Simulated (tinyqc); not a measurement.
Cluster expansion of a binary alloy: correlations, fit, cross-validation and ground states. Which input was changed? Computed by tinyqc, a small Python program. Command: `OMP_NUM_THREADS=1 python tinyqc.py 3000005 3000006 out.jsonl clex which`. One thread of a shared host (Intel(R) Xeon(R) Processor @ 2.30GHz), about 0.2 s of CPU time with the checks.

s = +1 for A and -1 for B. Energy per site E = J0 + J1 P(point) + sum over clusters of m V P, with P the mean product of spins; V > 0 on a pair favours unlike neighbours. Clusters per site m: pair 1 4, pair 2 3, pair 3 6, triplet 12; the triplet is two first-neighbour bonds closed by a second-neighbour bond. Formation energies are counted from the line between pure A and pure B, which removes J0 and J1.

Inputs (values chosen for the exercise, for a model alloy):

| quantity | value | unit |
|---|---|---|
| first-pair interaction V1 | 8.51 | meV |
| second-pair interaction V2 | 4 | meV |
| third-pair interaction V3 | 0.44 | meV |
| triplet interaction Vt | 0.5 | meV |
| temperature T | 440 | K |
| fraction x of B | 0.88 | - |

Lattice: bcc.

Constants: k_B = 8.617333262e-05 eV/K.

Method. Random alloy: P(pair) = p^2, P(triplet) = p^3, p = 1 - 2x, so H_mix = (p^2 - 1) sum m V(pairs) + (p^3 - p) m Vt; G_mix = H_mix + k_B T [x ln x + (1 - x) ln(1 - x)]. To first order in 1/T the Warren-Cowley parameter of shell 1 is alpha_1 = -(1 - p^2) V_eff/(k_B T), V_eff = V1 + (number of triplets on a first-neighbour bond) p Vt, that number being 6.

Question. One of these inputs alone was changed, within the range given: first-pair interaction V1 (4.255 to 17.02); third-pair interaction V3 (0.22 to 0.88); triplet interaction Vt (0.25 to 1); fraction x of B (0.44 to 0.97). Which one, and to what value?

Results:

| run | alpha_1 | mixing enthalpy H_mix (meV/site) | mixing free energy G_mix (meV/site) |
|---|---|---|---|
| before | -0.06940430 | -18.63629 | -32.54871 |
| after | -0.04511837 | -14.95296 | -28.86539 |

Answer.

Each candidate set to reproduce alpha_1, and what it then gives:

| candidate | range searched | value needed | mixing enthalpy H_mix (meV/site) | mixing free energy G_mix (meV/site) |
|---|---|---|---|---|
| first-pair interaction V1 (meV) | 4.255 to 17.02 | 6.330 | -14.953 | -28.865 |
| third-pair interaction V3 (meV) | 0.22 to 0.88 | no effect | - | - |
| triplet interaction Vt (meV) | 0.25 to 1 | 0.9781 | -16.795 | -30.707 |
| fraction x of B | 0.44 to 0.97 | 0.9224 | -12.485 | -22.831 |

Only first-pair interaction V1 fits every result: it went from 8.51 to 6.33 meV. The next best candidate, triplet interaction Vt, misses one result by 12 %.
